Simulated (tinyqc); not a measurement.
Kinetic Monte Carlo and master equation for a particle on a ring of sites with traps and bias: one step, computed by the program tinyqc.

6 sites on a ring, numbered 1 to 6. The saddle between i and i+1 lies at E0 + s b_i and site i at s eps_i; a force F tilts the landscape, with the saddle half-way.

Task: Twelve steps of the residence-time algorithm. Start on site 1 at t = 0. Hop right if r1 is below the share right, else left; advance the clock by -ln(r2) times the mean stay.

Inputs (values chosen for the exercise, for a model defect): temperature T = 840 K.

Disorder: random barriers.

Random numbers:
```
step,r1,r2
1,0.0893,0.8026
2,0.2253,0.3109
3,0.1933,0.9090
4,0.7518,0.9422
5,0.6002,0.6410
6,0.0619,0.0309
7,0.7392,0.9964
8,0.5922,0.9403
9,0.3468,0.4054
10,0.9084,0.7249
11,0.5866,0.8105
12,0.0950,0.9733
```

Rates, shares of right hops and mean stays:
```
site,k right (1/s),k left (1/s),share right,mean stay (s)
1,9.235022e+08,4.884567e+08,0.6540574,7.082359e-10
2,1.090021e+09,9.095241e+08,0.5451344,5.001138e-10
3,1.090021e+09,1.073522e+09,0.5038128,4.622048e-10
4,1.554075e+08,1.073522e+09,0.1264576,8.137161e-10
5,6.909450e+08,1.530553e+08,0.8186550,1.184834e-09
6,4.959636e+08,6.804869e+08,0.4215763,8.500145e-10
```

Give: Trajectory.

Result:

Trajectory:
```
step,site,hop,wait (s),clock (s),net hops
1,1,right,1.557e-10,1.557e-10,1
2,2,right,5.843e-10,7.400e-10,2
3,3,right,4.410e-11,7.841e-10,3
4,4,left,4.845e-11,8.326e-10,2
5,3,left,2.056e-10,1.038e-09,1
6,2,right,1.739e-09,2.777e-09,2
7,3,left,1.667e-12,2.779e-09,1
8,2,left,3.079e-11,2.809e-09,0
9,1,right,6.395e-10,3.449e-09,1
10,2,left,1.609e-10,3.610e-09,0
11,1,right,1.488e-10,3.759e-09,1
12,2,right,1.353e-11,3.772e-09,2
```
